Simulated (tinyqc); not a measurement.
What the thin-film term adds: Deal-Grove kinetics of thermal oxidation of silicon. Computed by tinyqc, a small Python program. Command: `OMP_NUM_THREADS=1 python tinyqc.py 3004237 3004238 out.jsonl oxide walk`. One thread of a shared host (Intel(R) Xeon(R) Processor @ 2.30GHz), about 0.05 s of CPU time with the checks.

Oxidant diffuses through the oxide and reacts at the interface, so that dx/dt = B/(A + 2x) for the oxide thickness x.

Inputs (values chosen for the exercise, close to those used for silicon): prefactor B0 = 735 um^2/h; activation energy E_B = 1.23 eV; prefactor (B/A)0 = 3.3e+06 um/h; activation energy E_A = 2 eV; temperature T = 1000 C; oxidant pressure p = 10 atm; pressure exponent m of B/A = 0.76; initial oxide x_i = 0.005 um; ratio c of the extra rate to B/A = 5.5; decay length L = 0.0099 um.

Ambient: dry oxygen. Surface: (100). Extension: thin-film term.

Constants: k_B = 8.617333262e-05 eV/K.

Method:
- B = B0 p exp(-E_B/(k_B T)), B/A = (B/A)0 p^m exp(-E_A/(k_B T)), p in atm; A = B/(B/A).
- Temperatures in kelvin are T(C) + 273.15.
- tau = (x_i^2 + A x_i)/B and x = (A/2) [sqrt(1 + 4 B (t + tau)/A^2) - 1], the root of x^2 + A x = B (t + tau).
- Thin-film (Massoud) form: dx/dt = B/(A + 2x) + c (B/A) exp(-x/L), integrated from x_i by fourth-order Runge-Kutta in 2000 steps, the i-th of length (2 i - 1) t/2000^2.

length A = 0.432341 um

parabolic constant B = 0.0993846 um^2/h

linear constant B/A = 0.229875 um/h

Thickness:
```
t (h)  Deal-Grove (um)  with the term (um)  difference (nm)
0.02            0.0094              0.0174            7.912
0.05            0.0160              0.0276           11.592
0.1             0.0264              0.0397           13.258
0.3             0.0644              0.0770           12.551
1               0.1689              0.1782            9.263
3               0.3730              0.3791            6.097
10              0.8050              0.8085            3.529
30              1.5246              1.5267            2.073
```

What does the comparison show, and why?

The gain reaches at most 13.3 nm among these rows, at 0.1 h, and then shrinks, because the thicker film grows more slowly once diffusion matters. If the base rate kept its starting value B/(A + 2 x_i), the gain would level off at L ln(1 + c (1 + 2 x_i/A) exp(-x_i/L)) = 14.7 nm.
